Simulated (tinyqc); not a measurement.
Comparisons within one model: model-solid line-up of a strained alloy layer on a substrate. A value that a table varies takes the place of the one given here.

All values of the alloy are linear in x but the gap, Eg(x) = (1 - x) Eg_A + x Eg_B - C x (1 - x), and the valence edge, Ev(x) = (1 - x) Ev_A + x Ev_B + fv C x (1 - x); Ec = Ev + Eg. Ev is the top of the unstrained valence band on a scale common to all materials. In the layer only the Gamma valley of the conduction band is followed, also where an X or L valley would lie lower.

Coherent growth on a (001) face: e_par = (a_s - a)/a, e_perp = -2 (C12/C11) e_par; exx = eyy = e_par, ezz = e_perp, no shear.

Strained edges: Ec + ac tr(e); the valence edges are Ev plus the levels of the 6 x 6 matrix of X, Y, Z times spin with -Dso/3 + l exx + m (eyy + ezz) on the diagonal (cyclic), n exy off it, l = av + 2 b, m = av - b, n = sqrt(3) d. Spin-orbit term (Dso/3) L.sigma on X, Y, Z with (L_k)_ij = -i epsilon_kij: <X+|H|Y+> = -i Dso/3, <X+|H|Z-> = Dso/3, <Y+|H|Z-> = -i Dso/3, <Z+|H|X-> = -Dso/3, <Z+|H|Y-> = i Dso/3, <X-|H|Y-> = i Dso/3, and their conjugates; + and - are the spin along z.

dEc = Ec(substrate) - Ec(layer), dEv = Ev(layer) - Ev(substrate); positive values confine the carrier in the layer. Type I: both of one sign; type II: opposite signs; type III: the gaps do not overlap.

Coherent growth: e_par = (a_s - a)/a. (001): e_perp = -2 (C12/C11) e_par; exx = eyy = e_par, ezz = e_perp, no shear. (111): e_perp = -(2 C11 + 4 C12 - 4 C44)/(C11 + 2 C12 + 4 C44) e_par; exx = eyy = ezz = (2 e_par + e_perp)/3 and exy = eyz = ezx = (e_perp - e_par)/3. (110): e_perp = -(C11 + 3 C12 - 2 C44)/(C11 + C12 + 2 C44) e_par; exx = eyy = (e_par + e_perp)/2, ezz = e_par, exy = (e_perp - e_par)/2, eyz = ezx = 0.

Values chosen for the exercise (A near InAs, B near InSb, substrate near GaSb; shifted at random, so the results belong to these values and not to a real crystal): a = (6.054, 6.478) angstrom (lattice constant of A, B); Eg = (0.418, 0.234) eV (gap at Gamma to the s-like level of A, B); Dso = (0.389, 0.808) eV (spin-orbit splitting of A, B); Ev = (-0.59, 0) eV (top of the unstrained valence band of A, B); ac = (-5.01, -6.96) eV (conduction deformation potential of A, B); av = (1, 0.36) eV (valence hydrostatic potential of A, B); b = (-1.8, -2.02) eV (tetragonal shear potential of A, B); d = (-3.58, -4.74) eV (trigonal shear potential of A, B); C11 = (83.7, 68) GPa (of A, B); C12 = (45.3, 37.1) GPa (of A, B); C44 = (39.4, 30.7) GPa (of A, B); C = 0.583 eV (bowing of the gap); fv = 0.75 (share of the bowing taken by the valence edge); a_s = 6.101 angstrom (substrate); Eg_s = 0.815 eV (lowest gap of the substrate); Ev_s = -0.03 eV (substrate valence edge); face = 001 (growth face); x = 0.43 (fraction of B).

## Composition against offsets

Each composition is strained to the same substrate.

Results:

| x | e_par (%) | relaxed gap (eV) | strained gap (eV) | valence splitting (meV) | dEc (eV) | dEv (eV) | type |
|---|---|---|---|---|---|---|---|
| 0.02 | 0.64 | 0.403 | 0.341 | 50 | 0.981 | -0.507 | III |
| 0.10 | 0.08 | 0.347 | 0.340 | 6 | 0.933 | -0.458 | III |
| 0.17 | -0.41 | 0.304 | 0.312 | 30 | 0.889 | -0.386 | III |
| 0.25 | -0.96 | 0.263 | 0.281 | 68 | 0.835 | -0.301 | III |
| 0.32 | -1.43 | 0.232 | 0.261 | 99 | 0.785 | -0.231 | II |
| 0.40 | -1.97 | 0.204 | 0.245 | 131 | 0.725 | -0.155 | II |
| 0.47 | -2.44 | 0.186 | 0.237 | 158 | 0.671 | -0.093 | II |
| 0.55 | -2.96 | 0.173 | 0.236 | 186 | 0.605 | -0.026 | II |

The alloy matches the substrate at x = 0.111, where the top valence edge changes its character and the splitting passes through zero. The strained gap runs from 0.341 to 0.236 eV, against 0.403 to 0.173 eV for the relaxed alloy: strain takes back part of the change that the composition makes. Strains above 2 % can be kept only in layers of a few nanometres. The type changes: III to II between x = 0.25 and 0.32. Offsets below about 50 meV are within the spread of parameter sets, so those rows do not settle the type.

## The same layer on three faces

Composition and substrate are kept.

Results:

| face | e_perp (%) | tr(e) (%) | shift of Ec (meV) | shift of Ev (meV) | valence splitting (meV) | gap (eV) |
|---|---|---|---|---|---|---|
| (001) | 2.356 | -1.984 | 116.0 | 71.4 | 142.8 | 0.2406 |
| (111) | 1.277 | -3.063 | 179.1 | 59.0 | 136.7 | 0.3162 |
| (110) | 1.495 | -2.845 | 166.4 | 62.2 | 139.3 | 0.3001 |

The layer yields most along the normal on (001) and least on (111), so the volume change, and with it the shift of Ec, is largest on (111). The valence splitting, set by b on (001), by d on (111) and by both on (110), is largest on (001). The gaps span 76 meV, from (001) to (111).

## What each parameter does

Strained gap, valence splitting and offsets. Each row changes one parameter from the base and keeps the others.

Results:

| case | gap (eV) | splitting (meV) | dEc (eV) | dEv (eV) |
|---|---|---|---|---|
| base | 0.2406 | 142.8 | 0.7021 | -0.1278 |
| x = 0.45 | 0.2386 | 150.3 | 0.6865 | -0.1101 |
| a_s = 6.121 angstrom | 0.2340 | 125.5 | 0.7193 | -0.1383 |
| C = 0.683 eV | 0.2161 | 142.8 | 0.7082 | -0.1094 |
| fv = 0.95 | 0.2406 | 142.8 | 0.6735 | -0.0992 |
| Ev_s = 0.02 eV | 0.2406 | 142.8 | 0.7521 | -0.1778 |
| Dso = (0.447, 0.929) eV | 0.2406 | 146.7 | 0.7021 | -0.1278 |
| C12 = (52.095, 42.665) GPa | 0.2107 | 151.4 | 0.7228 | -0.1185 |
| av = (1.15, 0.414) eV | 0.2428 | 142.8 | 0.7021 | -0.1299 |

The largest shifts from the base row, up to three for each result and ties (the steps differ in size, so this ranks the rows, not the parameters). gap (eV): C12 -0.0299, C -0.0245, a_s -0.0066; unchanged at the printed digits by fv, Ev_s and Dso. splitting (meV): a_s -17.3, C12 +8.6, x +7.6; unchanged at the printed digits by C, fv, Ev_s and av. dEc (eV): Ev_s +0.0500, fv -0.0286, C12 +0.0207; unchanged at the printed digits by Dso and av. dEv (eV): Ev_s -0.0500, fv +0.0286, C +0.0184; unchanged at the printed digits by Dso.

Run: tinyqc, `OMP_NUM_THREADS=1 python tinyqc.py 1050844 1050845 out.jsonl`; Intel(R) Xeon(R) Processor @ 2.30GHz, one thread, shared host; about 0.01 s of CPU time with all checks.
